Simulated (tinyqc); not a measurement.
The first four gaps: longitudinal sound in a periodic multilayer: transfer matrices, stop bands and folded phonons. Computed by tinyqc, a small Python program. Command: `OMP_NUM_THREADS=1 python tinyqc.py 3008017 3008018 out.jsonl multilayer walk`. One thread of a shared host (Intel(R) Xeon(R) Processor @ 2.30GHz), about 0.01 s of CPU time with the checks.

Layers 1 and 2 repeat with period d = d_1 + d_2; waves travel normal to the layers, without loss. State vector (u, s): displacement u and stress divided by omega. Impedances Z = rho v are in 1e6 kg/(m^2 s).

Inputs (values chosen for the exercise, modelled on copper (layer 1), tantalum (layer 2) and silica (substrate)):
```
quantity,value,unit
density rho_1,9.08,g/cm^3
velocity v_1,4830,m/s
thickness d_1,199,nm
density rho_2,16.3,g/cm^3
velocity v_2,4170,m/s
thickness d_2,173,nm
substrate density,2.22,g/cm^3
substrate velocity,5970,m/s
```

Method:
- Z = rho v; interface reflection r = (Z_2 - Z_1)/(Z_2 + Z_1) (stress amplitude, from 1 into 2); Bragg frequency f_B = 1/[2 (d_1/v_1 + d_2/v_2)]; long-wave velocity v_eff = d/sqrt[(d_1/v_1)^2 + (d_2/v_2)^2 + (Z_1/Z_2 + Z_2/Z_1)(d_1/v_1)(d_2/v_2)].
- A layer maps (u, s) by [[cos p, sin p/Z], [-Z sin p, cos p]], p = 2 pi f d_i/v_i; one period is M = M_2 M_1, and cos(q d) = trace(M)/2.
- Gap m contains m f_B; its edges, where trace(M)/2 = (-1)^m, are found by root search. Weak-contrast estimate of the width: (4 f_B/pi) |r sin(m pi a)|, a = (d_1/v_1)/(d_1/v_1 + d_2/v_2).

Bragg frequency f_B = 6.04685 GHz

Z_1 = 43.8564

Z_2 = 67.971

interface reflection r = 0.215641

Stop bands (GHz):
```
m,lower edge,upper edge,width,weak-contrast estimate
1,5.210,6.884,1.6734,1.6602
2,12.085,12.103,0.0180,0.0180
3,17.304,18.977,1.6732,1.6600
4,24.169,24.205,0.0361,0.0361
```

What follows from these numbers?

With a = 0.498, gap 1 is the widest and gap 2 the narrowest: the layers are near a quarter wave each at f_B, so the even gaps almost close. The weak-contrast estimate misses the first width by -0.8 % at |r| = 0.22. Odd gaps open at the edge of the folded zone (q = pi/d), even ones at its centre.
